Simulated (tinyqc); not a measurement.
Worked calculation: trap in a gate oxide as a short-range spherical well. Values are carried at full precision from step to step, so a last printed digit may differ when a step is redone from the rounded ones.

A spherical well of radius R and depth V0 below the conduction edge, one mass m, c = hbar^2/2m0. The s level at binding Et solves k cot(k R) = -kappa with k = sqrt(m (V0 - Et)/c), kappa = sqrt(m Et/c); it exists for V0 > Vc = c (pi/2R)^2/m. Outside, psi falls as exp(-kappa r)/r.

Constants: hbar^2/2m0 = 3.80998211 eV angstrom^2; fine-structure constant alpha = 0.007297352564; hc = 1239.841984 eV nm; kB = 8.617333262e-05 eV/K.

Values chosen for the exercise (near those of SiO2 on 4H SiC; the results hold for these values, not for the real material):
```
symbol  value  unit       meaning
R       2.5    angstrom   radius of the well
V0      8.88   eV         depth of the well
m       0.463  m0         mass
n_r     1.43              refractive index
dEc     2.72   eV         conduction offset to the channel
Fox     3.2    MV/cm      oxide field, lowering levels away from the channel
t0      0.31   x 1e-11 s  time constant at the interface
T       300    K          temperature
EF      0      eV         Fermi level above the channel edge
x       14     angstrom   depth of the trap
```

## The bound level

Solve for Et; the share outside is [sin^2(kR)/(2 kappa)]/[sin^2(kR)/(2 kappa) + R/2 - sin(2kR)/(4k)].

Et = 2.7392 eV
k = 0.8639 1/angstrom
kappa = 0.5770 1/angstrom
share outside = 0.283
Vc = 3.249 eV

The well is 2.73 times the critical depth. Since dEt/dV0 equals the share inside, 0.72, a 1 % change of V0 moves Et by 2.3 %. The decay length is 1.7 angstrom, 0.7 times R.

## Peak of the photo-ionisation cross-section

Lucovsky model (delta well, plane-wave final states, no local-field factor): sigma = (32 pi alpha c/(3 n_r m Et)) (x - 1)^(3/2)/x^3, x = h nu/Et, c = hbar^2/2m0; 1 angstrom^2 = 1e-16 cm^2.

The maximum lies at x = 2. Give the photon energy, its wavelength and sigma there.

h nu = 5.478 eV
wavelength = 226 nm
sigma = 6.42 x 1e-18 cm^2

With 28 % of the state outside the well the delta-well form is only a rough model of this centre.

## Level, tunnelling time and occupation

Energies from the conduction edge of the channel. The trap level at depth x is E_T = dEc - Et - e Fox x (1 MV/cm = 0.01 eV/angstrom). An electron at the channel edge tunnels with the WKB exponent S = (4/3) sqrt(m/c) [dEc^(3/2) - (dEc - e Fox x)^(3/2)]/(e Fox), c = hbar^2/2m0; tau = t0 exp(S); the occupation is f = 1/(1 + exp((E_T - EF)/kB T)), tau_c = tau/f and tau_e = tau/(1 - f). Lattice relaxation is left out; a level below the channel edge needs phonons as well, so tau is then a lower bound, while a level above it can also empty elastically at its own energy, through a thinner barrier, faster than this tau.

Give E_T, S, tau and ln(tau_c/tau_e) = (E_T - EF)/kB T.

E_T = -0.467 eV
S = 15.416
tau = 1.54e-05 s
ln(tau_c/tau_e) = -18.1

The level lies 18 kB T below EF, so the trap is mostly filled. A flat barrier would give S = 2 sqrt(m dEc/c) x = 16.10.

## Checks

- Et from the radial equation on a grid against the matching condition, eV: both 2.74.

Computed by tinyqc, a small Python program: `OMP_NUM_THREADS=1 python tinyqc.py 1252608 1252609 out.jsonl` (the numbers bound the seed that draws the inputs); one thread of a shared host (Intel(R) Xeon(R) Processor @ 2.30GHz), about 0.01 s for the whole set of steps.
